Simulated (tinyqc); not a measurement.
n-type polysilicon, carrier trapping at grain boundaries: one step of the calculation.

One-dimensional grains of size Lg, uniform ionised doping N, monovalent traps Qt at each boundary at a depth Et below (for electrons) or above (for holes) the band edge there, abrupt depletion of width W on each side of a boundary, Boltzmann statistics. xi is the distance from the band edge at the grain centre to the Fermi level. Trapped charge Qt/(1 + exp((xi + VB - Et)/Vt)) = 2 N W, barrier VB = q N W^2/(2 eps0 eps_r).

Question. Resistivity and effective mobility. n0 = NB exp(-xi/Vt); mean density n0 (1 - 2 W/Lg) by charge balance in a partly depleted grain, and n0 (sqrt(pi)/2) erf(u)/u with u = sqrt(VB/Vt) in a fully depleted one; v = sqrt(kB T/(2 pi ms m0)); barrier resistivity Vt exp(VB/Vt)/(q fe n0 v Lg); grain resistivity (1 - 2 W/Lg)/(q n0 mug); effective mobility 1/(q mean density total resistivity).

Values chosen for this exercise; values of the order met in polycrystalline silicon: temperature T = 350 K; conduction-band density of states at T NB = 3.53e19 cm^-3; grain size Lg = 180 nm; mass for thermionic emission ms = 0.58 m0; correction factor of the emission rate fe = 0.5; mobility inside the grains mug = 44 cm^2/(V s).

Constants: q = 1.602176634e-19 C, kB = 1.380649e-23 J/K, m0 = 9.1093837015e-31 kg, Vt = kB T/q. Results are converted to the units shown.

W = 14.731349 nm
xi = 0.12239739 V
VB = 0.10236716 V

Give: n0; mean density; v; barrier resistivity; grain resistivity; resistivity; effective mobility.

Answer.

n0 = 6.100e17 cm^-3
mean density = 5.102e17 cm^-3
v = 3.815e6 cm/s
barrier resistivity = 0.2677 ohm cm
grain resistivity = 0.1945 ohm cm
resistivity = 0.4622 ohm cm
effective mobility = 26.47 cm^2/(V s)

The resistivity is 1.99 times that of a single crystal with the same N and mobility mug, and the mean density is 83.6 % of N.

Numbers from tinyqc (`OMP_NUM_THREADS=1 python tinyqc.py 2830212 2830213 out.jsonl`; about 0.01 s on one thread of a shared Intel Xeon 2.30GHz).
